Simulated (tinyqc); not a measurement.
What moves the results: interface roughness in a thin film (subband fluctuation and scattering). A value that a table varies takes the place of the one given here.

Square well of width t, barriers V0, c = hbar^2/2m0: E1 solves k t + 2 atan[(k/mz)/(kappa/mb)] = pi, k = sqrt(mz E/c), kappa = sqrt(mb (V0 - E)/c). One interface is rough, so the subband edge fluctuates by G dt with G = |dE1/dt| (central difference of 0.01 angstrom; 2 E1/t for hard walls).

Gaussian roughness spectrum S(q) = pi D^2 Lc^2 exp(-q^2 Lc^2/4). Degenerate gas, taken to fill one subband (the second starts to fill once c kF^2/md exceeds E2 - E1, which is not tested here): kF = sqrt(2 pi Ns/gv), q = 2 kF sin(theta/2), 1/tau = (md/(2 pi c hbar)) G^2 times the integral from 0 to pi of S(q)(1 - cos theta)/eps(q)^2 dtheta, eps(q) = 1 + qs/q with screening (qs = gv md q0/(c eps), q0 = e^2/(4 pi eps0), form factors left out, which overstates the screening; other scattering is left out too, so these values lie far above measured mobilities in all but the thinnest films) or 1 without; mobility = tau c2/md with c2 = e/m0 = 1.75882e15 cm^2/(V s^2); 1e12/cm^2 = 1e-4/angstrom^2.

Constants: hbar^2/2m0 = 3.80998211 eV angstrom^2; hbar = 6.58211957e-16 eV s; e^2/(4 pi eps0) = 14.39964547 eV angstrom.

Inputs chosen for the exercise (near those of a thin Si channel on (100), two-fold valleys; shifted at random, so the results belong to these values and not to a real crystal): mz = 0.902 m0 (confinement mass); V0 = 3.03 eV (barrier); mb = 0.48 m0 (barrier mass); md = 0.194 m0 (mass in the plane); gv = 2 (valleys); D = 3.9 angstrom (rms height of the roughness); Lc = 42 angstrom (correlation length); Ns = 2 x 1e12/cm^2 (sheet density); eps = 7.8 (mean dielectric constant at the channel); ts = (11, 14, 17, 20, 25, 32, 42) angstrom (thicknesses); t = 20 angstrom (film thickness); Ll = (4, 8, 14, 22, 35, 55, 90) angstrom (correlation lengths).

## The sixth-power law

Screened mobility against thickness for the finite barrier and for hard walls.

Results:

| t (angstrom) | E1 (meV) | G (meV/angstrom) | mobility (cm^2/(V s)) | the same, hard walls |
|---|---|---|---|---|
| 11 | 255.6 | 39.704 | 124 | 49.6 |
| 14 | 168.0 | 21.235 | 432 | 211 |
| 17 | 118.6 | 12.629 | 1.22e+03 | 676 |
| 20 | 88.2 | 8.103 | 2.97e+03 | 1.79e+03 |
| 25 | 58.3 | 4.360 | 1.02e+04 | 6.84e+03 |
| 32 | 36.6 | 2.172 | 4.13e+04 | 3.01e+04 |
| 42 | 21.8 | 0.997 | 1.96e+05 | 1.54e+05 |

With hard walls G goes as 1/t^3 and the mobility as t^6. With the finite barrier the local exponent is 5.19 at the thin end and 5.73 at the thick end, since the envelope leaks out and softens the dependence. The roughness limit falls below 500 cm^2/(V s) between 17 and 14 angstrom. The gate field, which also presses carriers to the interface, is left out. Below about 20 angstrom the effective-mass picture is itself doubtful. Up to t = 32 angstrom G D exceeds half of EF - E1, where the Born rate fails.

## Correlation length

Fixed D; bare and screened mobility.

Results:

| Lc (angstrom) | kF Lc | bare mobility (cm^2/(V s)) | screened mobility (cm^2/(V s)) |
|---|---|---|---|
| 4 | 0.10 | 4.70e+03 | 1.36e+05 |
| 8 | 0.20 | 1.20e+03 | 3.48e+04 |
| 14 | 0.35 | 418 | 1.22e+04 |
| 22 | 0.55 | 193 | 5.71e+03 |
| 35 | 0.88 | 107 | 3.28e+03 |
| 55 | 1.38 | 90.2 | 3.14e+03 |
| 90 | 2.26 | 150 | 8.61e+03 |

The bare mobility is lowest at Lc = 55 angstrom of those listed (kF Lc = 1.38). The screened mobility is lowest at Lc = 55 angstrom of those listed (kF Lc = 1.38). Short roughness averages out (mobility as 1/Lc^2; the first two rows give exponent -1.97), and long roughness deflects only by small angles (bare mobility rising as Lc; the last two rows give 1.03).

## What each parameter does

G, G D, and the screened mobility. Each row changes one parameter from the base and keeps the others.

Results:

| case | G (meV/angstrom) | G D (meV) | mobility (cm^2/(V s)) |
|---|---|---|---|
| base | 8.103 | 31.60 | 2966 |
| t = 16 angstrom | 14.873 | 58.00 | 880.3 |
| D = 5.07 angstrom | 8.103 | 41.08 | 1755 |
| Lc = 50 angstrom | 8.103 | 31.60 | 2978 |
| Ns = 3.2 x 1e12/cm^2 | 8.103 | 31.60 | 3372 |
| mz = 1.037 m0 | 7.276 | 28.38 | 3679 |
| md = 0.223 m0 | 8.103 | 31.60 | 2823 |
| V0 = 2.12 eV | 7.719 | 30.10 | 3268 |
| eps = 9.4 | 8.103 | 31.60 | 2202 |

The largest shifts from the base row, up to three for each result and ties (the steps differ in size, so this ranks the rows, not the parameters). G (meV/angstrom): t +6.770, mz -0.827, V0 -0.384; unchanged at the printed digits by D, Lc, Ns, md and eps. G D (meV): t +26.40, D +9.48, mz -3.23; unchanged at the printed digits by Lc, Ns, md and eps. mobility (cm^2/(V s)): t -2.09e+03, D -1.21e+03, eps -764. In the base case G D is 2.6 times EF - E1 = 12.3 meV: the fluctuation exceeds the Fermi energy, so the Born rate for a uniform gas is not to be trusted.

(tinyqc, `OMP_NUM_THREADS=1 python tinyqc.py 1281605 1281606 out.jsonl`, Intel(R) Xeon(R) Processor @ 2.30GHz, 1 thread, shared host, about 0.01 s.)
